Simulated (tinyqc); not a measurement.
Rotating the field: cyclotron resonance of ellipsoidal valleys, Ge type.

Valleys along [111], [-111], [1-11], [11-1], mass ml along the axis and mt across it. B lies in the (1-10) plane, b = (sin(theta)/sqrt2, sin(theta)/sqrt2, cos(theta)). For the angle phi between B and the axis, 1/mc^2 = cos^2(phi)/mt^2 + sin^2(phi)/(mt ml). Resonance: h nu = 2 muB B/mc, h = 2 pi hbar.

Parameters, chosen for this exercise (out of a larger set: near those of Ge; not measured data): ml = 1.607 m0 (longitudinal mass); mt = 0.084 m0 (transverse mass); ths = (0, 10, 25, 35, 55, 70, 90) degrees (angles).

mc against theta; [-111] and [1-11] stay equal in this plane.

Cyclotron masses (m0):
```
theta (degrees)   [111]  [-111]  [11-1]
0                0.1384  0.1384  0.1384
10               0.1153  0.1403  0.1771
25               0.0959  0.1504  0.2927
35               0.0889  0.1634  0.3673
55               0.0840  0.2125  0.2098
70               0.0869  0.2812  0.1400
90               0.1016  0.3674  0.1016
```

All valleys give one line at theta = 0, B along [001], with mc = 0.1384. The [111] valley reaches mt at 54.7 degrees, and [11-1] reaches its largest value sqrt(ml mt) = 0.3674 at 35.3 degrees, where B is perpendicular to it; the listed maximum of that branch is 0.3673. The pair [-111], [1-11] reaches the same value at 90 degrees.

Run: tinyqc, `OMP_NUM_THREADS=1 python tinyqc.py 1251196 1251197 out.jsonl`; Intel(R) Xeon(R) Processor @ 2.30GHz, one thread, shared host; about 0.01 s of CPU time with all checks.
